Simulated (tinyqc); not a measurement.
Growth with time: grain growth, pinning, strength and diffusional creep of a polycrystal or thin film. Computed by tinyqc, a small Python program. Command: `OMP_NUM_THREADS=1 python tinyqc.py 3003598 3003599 out.jsonl grain walk`. One thread of a shared host (Intel(R) Xeon(R) Processor @ 2.30GHz), about 0.01 s of CPU time with the checks.

One mean grain size d describes the structure.

Inputs (values chosen for the exercise, modelled on polycrystalline silicon): boundary energy gamma = 0.56 J/m^2; mobility prefactor M0 = 6.9e-05 m^4/(J s); activation energy of boundary motion Q_m = 2.97 eV; anneal temperature T = 1167 K; initial grain size d0 = 68 nm; particle volume fraction f = 0.02; particle radius r = 12 nm; film thickness h = 350 nm; surface energy gamma_s = 1.6 J/m^2.

Sample: thin film on a substrate.

Constants: k_B = 8.617333262e-05 eV/K.

Method. M = M0 exp(-Q_m/(k_B T)). The driving pressure is 2 gamma/d. Zener pinning pressure 3 f gamma/(2 r) stops growth at d_Z = 4 r/(3 f). Grooves where boundaries meet the surface have the angle theta = arcsin(gamma/(2 gamma_s)) and are taken to stop growth at d_h = h/(2 theta), a few film thicknesses; the limit is 1/d_lim = 1/d_Z + 1/d_h. dd/dt = 2 M gamma (1/d - 1/d_lim) integrates to 2 M gamma t = d_lim (d0 - d) + d_lim^2 ln[(d_lim - d0)/(d_lim - d)]; without pinning d^2 = d0^2 + 4 M gamma t.

limit d_lim = 443.424 nm

mobility M = 1.02962e-17 m^4/(J s)

At T:
```
t (s)  free growth (nm)  pinned growth (nm)  d/d_lim
26                 72.3               71.62  0.16151
85                 81.1               79.11  0.17841
260               103.1               97.40  0.21966
850               155.7              139.32  0.31420
2600              254.1              208.77  0.47082
8500              448.0              311.84  0.70326
26000             777.4              405.23  0.91387
85000            1401.8              442.32  0.99751
```

What follows from these numbers?

The apparent exponent d ln d/d ln t of the pinned growth is at most about 0.36, below the ideal 1/2, and falls to 0.074 in the last rows: the initial size hides the law early and pinning hides it late.
